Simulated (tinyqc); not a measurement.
Doping density: delta-doped layer in the Thomas-Fermi potential.

All donors ionised in the plane z = 0, zero temperature, energies from the Fermi level EF of the Thomas-Fermi model, which lies at the bulk band edge; c = hbar^2/2m0, q = e^2/(4 pi eps0). Layer in a (001) plane: two valleys with m_z = ml, m_d = mt (unprimed) and four with m_z = mt, m_d = sqrt(ml mt) (primed); m3 = (ml mt^2)^(1/3), gv = 6. With n = (gv/3 pi^2)(m3 (-V)/c)^(3/2) and V'' = -(4 pi q/eps) n for z > 0, the solution is V = -b/(|z| + z0)^4 with sqrt(b) = 20/K, K = (4 pi q/eps)(gv/3 pi^2)(m3/c)^(3/2), and z0^5 = 4b/(e F0), e F0 = 2 pi q N/eps; 1e13/cm^2 = 1e-3/angstrom^2. Exchange and correlation are left out.

Subbands solve -(c/m_z) psi'' + V psi = E psi on 1280 points of spacing z0/80; up to ten levels for each group, kept if bound with an rms width below 2.5 z0.

Constants: hbar^2/2m0 = 3.80998211 eV angstrom^2; e^2/(4 pi eps0) = 14.39964547 eV angstrom.

Values chosen for the exercise (near those of a delta-doped layer in Si; not measured data): ml = 0.909 m0 (longitudinal mass); mt = 0.192 m0 (transverse mass); eps = 11.4 (dielectric constant); Nl = (0.15, 0.3, 0.6, 1, 1.8, 3, 4.8) x 1e13/cm^2 (sheet densities).

The well, the lowest level and the filling anew; at zero temperature n_i = g m_d (mu - E_i)/(2 pi c), with mu fixed by sum n_i = N.

Results:

| N (1e13/cm^2) | z0 (angstrom) | depth (eV) | lowest (eV) | next - lowest (eV) | occupied | share of lowest (%) |
|---|---|---|---|---|---|---|
| 0.15 | 46.4 | 0.0138 | -0.0035 | 0.0021 | 2 | 36.6 |
| 0.30 | 40.4 | 0.0240 | -0.0068 | 0.0038 | 2 | 35.4 |
| 0.60 | 35.1 | 0.0418 | -0.0133 | 0.0071 | 2 | 34.1 |
| 1.0 | 31.7 | 0.0630 | -0.0216 | 0.0110 | 2 | 33.1 |
| 1.8 | 28.2 | 0.1008 | -0.0375 | 0.0182 | 2 | 31.9 |
| 3.0 | 25.5 | 0.1516 | -0.0603 | 0.0280 | 3 | 30.7 |
| 4.8 | 23.2 | 0.2208 | -0.0929 | 0.0414 | 3 | 29.6 |

The depth grows as N^(4/5) and z0 shrinks as N^(-1/5): factors 16.0 and 2.00 for 32 times the doping. The lowest level deepens faster, with exponent 0.95, since the zero-point energy takes a smaller share of a deeper well (75 % falling to 58 %). The number of occupied subbands is 2 in the first row and 3 in the last. Up to N = 1 the donor spacing exceeds 1.5 Bohr radii (one radius, a0 eps/m with the density-of-states mass, is 19 angstrom), where a uniform sheet is a crude picture of discrete donors (beyond about three radii electrons stay on single donors).

tinyqc: `OMP_NUM_THREADS=1 python tinyqc.py 1250166 1250167 out.jsonl`; about 0.1 s, one thread, shared Intel(R) Xeon(R) Processor @ 2.30GHz.
